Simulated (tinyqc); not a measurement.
Inside a calculation. Method: Hubbard chain of 6 sites. Computed by tinyqc, a small Python program that keeps every step. Settings: hopping = 1.05, U = 4.5, mixing = 0.2, iteration cap = 79. Command: `OMP_NUM_THREADS=1 python tinyqc.py 25257 25258 out.jsonl` (the two numbers bound the seeds that draw the settings). One thread of a shared host (Intel(R) Xeon(R) Processor @ 2.60GHz), about 0.2 s of CPU time with the checks.

one-body matrix (hopping and site energies) (eV):
```
,1,2,3,4,5,6
1,-0.120000,-1.050000,0.000000,0.000000,0.000000,0.000000
2,-1.050000,-0.800000,-1.050000,0.000000,0.000000,0.000000
3,0.000000,-1.050000,-0.320000,-1.050000,0.000000,0.000000
4,0.000000,0.000000,-1.050000,-0.050000,-1.050000,0.000000
5,0.000000,0.000000,0.000000,-1.050000,-1.000000,-1.050000
6,0.000000,0.000000,0.000000,0.000000,-1.050000,0.930000
```

U = 4.500000 eV

electrons, up and down: 3  3

n(up) at the start (a guess, not normalised): 1 0.500000, 2 0.500000, 3 0.500000, 4 0.500000, 5 0.500000, 6 0.500000

n(down) at the start (a guess): 1 0.500000, 2 0.500000, 3 0.500000, 4 0.500000, 5 0.500000, 6 0.500000

Each step fills the lowest levels of T + U n(other spin) and sets n(new) = n + mixing (n(out) - n); stop when output and input agree to 1e-8.

Course of the cycle:
```
iteration,E (eV),largest |n(out) - n(in)|,mean |n_up - n_down|
1,-1.71934815,3.54e-01,0.000000
2,-2.06139652,2.19e-01,0.000000
3,-2.20867941,1.21e-01,0.000000
4,-2.25585535,6.15e-02,0.000000
5,-2.26825303,3.06e-02,0.000000
6,-2.27128696,1.54e-02,0.000000
7,-2.27203030,7.92e-03,0.000000
8,-2.27221965,4.22e-03,0.000000
9,-2.27227142,2.49e-03,0.000000
10,-2.27228714,1.68e-03,0.000000
11,-2.27229258,1.16e-03,0.000000
...,...,...,...
37,-2.27229657,2.22e-07,0.000000
38,-2.27229657,1.60e-07,0.000000
39,-2.27229657,1.16e-07,0.000000
40,-2.27229657,8.38e-08,0.000000
41,-2.27229657,6.06e-08,0.000000
42,-2.27229657,4.39e-08,0.000000
43,-2.27229657,3.17e-08,0.000000
44,-2.27229657,2.30e-08,0.000000
45,-2.27229657,1.66e-08,0.000000
46,-2.27229657,1.20e-08,0.000000
47,-2.27229657,8.72e-09,0.000000
```

Can the last value be used, and what does the course show?

No, though the log alone does not show it. Converged in 47 iterations. But random starts reach -3.79778 eV, so this is another stationary point, not the lowest one. Reruns (cap 100 unless said): mixing 0.5: converged in 58 to a higher stationary point (E = -2.27230); mixing 0.9: not converged. Before convergence this energy mixes input and output and is not variational, so it may rise towards its limit.
